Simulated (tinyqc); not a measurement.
## Access strength from the read disturbance

Question. Transistor (EKV form, voltages against the body): I = 2 n b Vt^2 [F(vp - Vs) - F(vp - Vd)] from drain to source, F(v) = ln^2(1 + exp(v/(2 Vt))), vp = (Vg - VT + sg |Vd - Vs|)/n. n-channel bodies are at 0; for the p-channel device all voltages are counted down from Vdd. b in uA/V^2 gives I in uA. In an SRAM read the low node Q obeys In(gate QB, drain Q) = Ip(gate QB, drain Q) + Ia, where the access transistor (threshold VTn) has its gate and drain at Vdd and its source at Q. Find Ia, ba and the cell ratio bn/ba.

Values chosen for this exercise:
```
symbol,value,unit,meaning
T,400,K,temperature
Vdd,0.8,V,supply voltage
n,1.17,,slope factor
sg,0.062,,drain-induced barrier lowering
VTn,0.26,V,n-channel threshold
VTp,0.37,V,p-channel threshold (magnitude)
bn,600,uA/V^2,gain factor of the pull-down transistor
bp,280,uA/V^2,gain factor of the pull-up transistor
```

Constants: q = 1.602176634e-19 C, kB = 1.380649e-23 J/K, Vt = kB T/q. Results are converted to the units shown.

Q and QB in the read (V): 0.096986050  0.79912964

Answer. The node equation gives Ia, which is proportional to ba.

Ia = 28.4 uA
ba = 300 uA/V^2
cell ratio = 2.00

Program tinyqc, `OMP_NUM_THREADS=1 python tinyqc.py 2340056 2340057 out.jsonl`; Intel Xeon 2.30GHz, shared host, one thread, about 0.1 s.
